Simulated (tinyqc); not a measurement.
Mobility and doping from two currents.

Inverse problem. A trap-free film with injecting contacts is fitted, with diffusion neglected, by J = q mu N V/Lf + (9/8) eps0 eps_r mu V^2/Lf^3. Find mu, N and the voltage at which both terms are equal.

Parameters, values chosen for the exercise:
```
symbol,value,unit,meaning
eps_r,9.51,,relative permittivity
Lf,470,nm,film thickness
```

Constants: q = 1.602176634e-19 C, eps0 = 8.8541878128e-14 F/cm where lengths are in cm. Results are converted to the units shown.

J at 2.2 and 10 V (A/cm^2): 3.1372584  24.935417

Answer. J/V is a straight line in V: the slope gives mu and the intercept mu N.

mu = 0.01500 cm^2/(V s)
N = 2.200e16 cm^-3
crossover voltage = 8.220 V

Program tinyqc, `OMP_NUM_THREADS=1 python tinyqc.py 2730125 2730126 out.jsonl`; Intel Xeon 2.30GHz, shared host, one thread, about 1 s.
